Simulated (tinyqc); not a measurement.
Worked calculation: self-consistent Fermi level with native defects, at growth and after a quench. Computed by tinyqc, a small Python program that keeps every step. Command: `OMP_NUM_THREADS=1 python tinyqc.py 3016975 3016976 out.jsonl scfermi walk`. One thread of a shared host (Intel(R) Xeon(R) Processor @ 2.30GHz), about 0.07 s of CPU time with the checks. Intermediate numbers are printed to about 5 digits and carried at full precision; extremes and crossings named in words are read from the listed rows.

Energies are counted from the top of the valence band (VBM); when the gap shrinks with temperature the conduction band moves and the levels stay. The added dopant is taken as fully ionised. D and A draw on one reservoir with opposite signs, as the two vacancies of a compound do.

Inputs (values chosen for the exercise, with bands modelled on ZnSe):
```
quantity                                value   unit
gap E_g at 300 K                         2.74     eV
slope -dE_g/dT above 300 K            0.00056   eV/K
electron mass m_e                       0.153    m_0
valleys M_c                                 1      -
hole mass m_h                            0.76    m_0
E_f of the neutral native donor D       1.026     eV
E_f of the neutral native acceptor A    2.306     eV
shift s of the chemical potential     -0.0079     eV
site density N_s                      4.4e+22  cm^-3
dopant density N_X                    4.8e+17  cm^-3
growth temperature T_g                   1180      K
temperature of use T                      300      K
```

Added shallow dopant: donor.

levels of D above the VBM, most positive state first (eV): 0.975  1.21  1.36

levels of A above the VBM, (0/-1) first (eV): 0.927  1.12

Constants: m_0 = 9.1093837015e-31 kg; k_B = 1.380649e-23 J/K; h = 6.62607015e-34 J s; k_B = 8.617333262e-05 eV/K.

## Formation energies at E_F = 0

E_f(D, 0) = input + s and E_f(A, 0) = input - s; E_f(q, E_F = 0) follows from the levels, eps(q/q-1) = E_f(q - 1) - E_f(q) at E_F = 0.

E_f(q, E_F = 0) (eV): D(+3) -2.5269, D(+2) -1.5519, D(+1) -0.3419, D(0) 1.0181, A(0) 2.3139, A(-1) 3.2409, A(-2) 4.3609

## Bands at growth

E_g(T) = E_g - slope x max(0, T - 300 K). N_c = 2 M_c (2 pi m_e k_B T/h^2)^(3/2) and N_v = 2 (2 pi m_h k_B T/h^2)^(3/2), masses in units of m_0. At growth T = T_g.

E_g(T_g) = 2.2472 eV

N_c(T_g) = 1.1715e+19 cm^-3

N_v(T_g) = 1.2970e+20 cm^-3

k_B T_g = 0.10168 eV

## Charges across the gap at T_g

n = N_c F_1/2((E_F - E_g)/k_B T), p = N_v F_1/2(-E_F/k_B T). F_1/2(eta) = (2/sqrt(pi)) int_0^infinity sqrt(x)/(1 + exp(x - eta)) dx, by the trapezoid rule in t = sqrt(x) with step 0.02 up to t = 12 (for eta < -12 by exp(eta) - exp(2 eta)/2^(3/2)). In equilibrium c_q = N_s exp(-(E_f(q, 0) + q E_F)/k_B T). Net charge = p - n + sum q c_q + N_X; the log ratio is ln(positive charge/negative charge). Entries near or above N_s lie outside the dilute limit and only show that E_F cannot go there.

Densities (cm^-3):
```
E_F (eV)           n           p  charge on D  charge on A  log ratio
0.112     8.8985e+09  3.8801e+19   3.0058e+32   1.9053e+09     51.680
0.449     2.4470e+11  1.5610e+18   1.4507e+28   5.2533e+10     38.427
0.787     6.7958e+12  5.6441e+16   7.4610e+23   1.5650e+12     25.215
1.124     1.8688e+14  2.0527e+15   1.4618e+20   1.2324e+14     13.067
1.461     5.1384e+15  7.4646e+13   8.5615e+17   6.4043e+16      2.961
1.798     1.4073e+17  2.7144e+12   2.6737e+16   4.7629e+19     -4.546
2.135     3.4985e+18  9.8708e+10   9.6655e+14   3.5996e+22    -11.223
```

## Equilibrium at growth

E_F is the root of the log ratio, by 50 bisections between -0.5 eV and E_g + 0.5 eV.

E_F at growth = 1.5828 eV

n at growth = 1.7021e+16 cm^-3

p at growth = 2.2526e+13 cm^-3

Defects at growth:
```
state  E_f (eV)   c (cm^-3)
D(+3)    2.2216  1.4291e+13
D(+2)    1.6138  5.6377e+15
D(+1)    1.2409  2.2052e+17
D(0)     1.0181  1.9731e+18
A(0)     2.3139  5.7649e+12
A(-1)    1.6581  3.6461e+15
A(-2)    1.1952  3.4560e+17
```

total D = 2.1993e+18 cm^-3

total A = 3.4925e+17 cm^-3

The largest part of the positive charge comes from the dopant (67 %) and that of the negative charge from charged A (98 %).

## After the quench to T

After a quench the totals of D and A stay as grown, and each is shared among its charge states with weights exp(-(E_f(q, 0) + q E_F)/k_B T).

E_F after the quench = 1.4170 eV

n after the quench = 8.9399e-05 cm^-3

p after the quench = 2.6067e-05 cm^-3

Frozen defects:
```
state   c (cm^-3)  share of its total
D(+3)  2.7299e+06          1.2413e-12
D(+2)  7.2704e+13          3.3058e-05
D(+1)  2.1835e+17          9.9282e-02
D(0)   1.9809e+18          9.0068e-01
A(0)   2.0981e+04          6.0075e-14
A(-1)  3.5777e+12          1.0244e-05
A(-2)  3.4925e+17          9.9999e-01
```

The material is insulating: E_F lies so deep that free carriers are negligible. Carriers of the sign that the dopant should give amount to 1.9e-20 % of its density.

## Slow cooling against a quench

Each E_F by bisection; full equilibrium lets the defects form and vanish at every T.

Two histories (densities in cm^-3):
```
T (K)  E_F, equilibrium (eV)           n           p  all defects  E_F, frozen (eV)   n, frozen   p, frozen
1000                  1.6589  3.0751e+15  4.4130e+11   5.7945e+17            1.5539  9.0917e+14  1.4927e+12
830                   1.7470  4.0959e+14  1.8869e+09   2.6895e+17            1.5201  1.7155e+13  4.5052e+10
650                   1.8410  1.6978e+13  2.8182e+05   2.4055e+17            1.4845  2.9205e+10  1.6384e+08
480                   1.9298  1.0827e+11  1.8402e-01   2.4000e+17            1.4515  1.0282e+06  1.9377e+04
300                   2.0238  1.3962e+06  1.6690e-15   2.4000e+17            1.4170  8.9399e-05  2.6067e-05
```

At 300 K equilibrium would leave 2.40e17 defects per cm^3 against 2.55e18 frozen in, and E_F differs by -0.607 eV. Both histories end semi-insulating. Real samples lie between, set by the temperature at which diffusion stops.

Checks made by the program: neutrality at growth (relative difference below 1e-10).
